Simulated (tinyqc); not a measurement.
Inside a calculation. Method: geometry optimisation on the UHF/sto-3g surface (energies and gradients from PySCF), for H2+, spin multiplicity 2. One step of it, computed by the program tinyqc.

Problem. Step 1: move. Quasi-Newton step p = -H^(-1) g (first H = 0.15 times the unit matrix); steps longer than 0.5 bohr are cut back (factor 0.395 here).

positions at the start (bohr), order 1H, 2H:
$$\begin{pmatrix}
0.000000 & 0.000000 & 0.000000 \\
0.000000 & 0.000000 & 1.506112
\end{pmatrix}$$

gradient (hartree/bohr), order 1H, 2H:
$$\begin{pmatrix}
0.00000000 & 0.00000000 & 0.13425641 \\
0.00000000 & 0.00000000 & -0.13425641
\end{pmatrix}$$

Give: positions after step 1.

Solution.

positions after step 1 (bohr), order 1H, 2H:
$$\begin{pmatrix}
0.0000 & 0.0000 & -0.3536 \\
0.0000 & 0.0000 & 1.8597
\end{pmatrix}$$
